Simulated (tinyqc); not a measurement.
## n-type polysilicon, carrier trapping at grain boundaries: effect of the doping

One-dimensional grains of size Lg, uniform ionised doping N, monovalent traps Qt at each boundary at a depth Et below (for electrons) or above (for holes) the band edge there, abrupt depletion of width W on each side of a boundary, Boltzmann statistics. xi is the distance from the band edge at the grain centre to the Fermi level. Trapped charge Qt/(1 + exp((xi + VB - Et)/Vt)) = 2 N W, barrier VB = q N W^2/(2 eps0 eps_r).

If the trap equation with xi = Vt ln(NB/N) has a root W < Lg/2, the grain is partly depleted; otherwise W = Lg/2 and the trap equation gives xi = Et - VB + Vt ln(Qt/(N Lg) - 1). N* = Qt/Lg. n0 = NB exp(-xi/Vt); mean density n0 (1 - 2 W/Lg) by charge balance in a partly depleted grain, and n0 (sqrt(pi)/2) erf(u)/u with u = sqrt(VB/Vt) in a fully depleted one; v = sqrt(kB T/(2 pi ms m0)); barrier resistivity Vt exp(VB/Vt)/(q fe n0 v Lg); grain resistivity (1 - 2 W/Lg)/(q n0 mug); effective mobility 1/(q mean density total resistivity). Rows with xi above 0.45 V, towards mid-gap, are left out, since the other carrier type is ignored.

Parameters, values chosen for the exercise; values of the order met in polycrystalline silicon:
```
symbol    value        unit                                                              meaning
T           250           K                                                          temperature
eps_r      11.7                                                            relative permittivity
NB      2.13e19       cm^-3                               conduction-band density of states at T
Lg           45          nm                                                           grain size
Qt       2.6e12       cm^-2                                     trap density of a grain boundary
Et         0.33          eV  depth of the trap level from the majority band edge at the boundary
ms         0.33          m0                                         mass for thermionic emission
fe         0.25                                           correction factor of the emission rate
mug          81  cm^2/(V s)                                           mobility inside the grains
```

Constants: q = 1.602176634e-19 C, kB = 1.380649e-23 J/K, m0 = 9.1093837015e-31 kg, Vt = kB T/q, eps0 = 8.8541878128e-14 F/cm where lengths are in cm. Results are converted to the units shown.

Effect of the doping:
```
N (cm^-3)	N/N*	depleted share 2 W/Lg	VB (V)	xi (V)	mean density (cm^-3)	resistivity (ohm cm)	effective mobility (cm^2/(V s))
2.9e16	0.05019	1.000	0.01135	0.3820	3.603e11	1.116e5	155.2
5.3e16	0.09173	1.000	0.02075	0.3586	9.457e11	5.839e4	113.0
9.6e16	0.1662	1.000	0.03758	0.3272	3.404e12	2.960e4	61.96
1.7e17	0.2942	1.000	0.06655	0.2823	2.160e13	1.415e4	20.43
3.2e17	0.5538	1.000	0.1253	0.2001	7.247e14	4751	1.813
5.8e17	1.004	0.9288	0.1959	0.07763	4.132e16	428.0	0.3529
1.1e18	1.904	0.5247	0.1186	0.06384	5.228e17	6.272	1.903
1.9e18	3.288	0.3041	0.06877	0.05207	1.322e18	0.3865	12.21
3.5e18	6.058	0.1651	0.03734	0.03891	2.922e18	0.06359	33.59
6.4e18	11.08	0.09028	0.02042	0.02590	5.822e18	0.02222	48.23
```

What does the comparison show, and why?

As N goes from 2.9e16 to 6.4e18, VB goes from 0.0114 through a maximum of 0.196 (at N = 5.8e17 among the rows listed) to 0.0204 V, the resistivity falls from 1.12e5 to 0.0222 ohm cm and the effective mobility goes from 155 through a minimum of 0.353 (at N = 5.8e17 among the rows listed) to 48.2 cm^2/(V s). The steepest fall of the resistivity among the rows, as N^(-6.6), lies between N = 5.8e17 and 1.1e18 cm^-3; N* = 5.78e17 cm^-3. While the grain is fully depleted VB grows as N; once the traps are full it falls as 1/N. For N = 1.9e18, 3.5e18, 6.4e18 xi is under 2.5 Vt, where Boltzmann statistics begin to fail. For N = 2.9e16, 5.3e16, 6.4e18 VB is below Vt, where abrupt depletion and thermionic emission are rough. For N = 5.8e17 the grain is near the changeover between partial and full depletion, within a few Debye lengths, where both limits are rough. For N = 2.9e16, 5.3e16 the effective mobility exceeds mug, since drift through the depleted part of the grain is left out.

Numbers from tinyqc (`OMP_NUM_THREADS=1 python tinyqc.py 2830296 2830297 out.jsonl`; about 0.01 s on one thread of a shared Intel Xeon 2.30GHz).
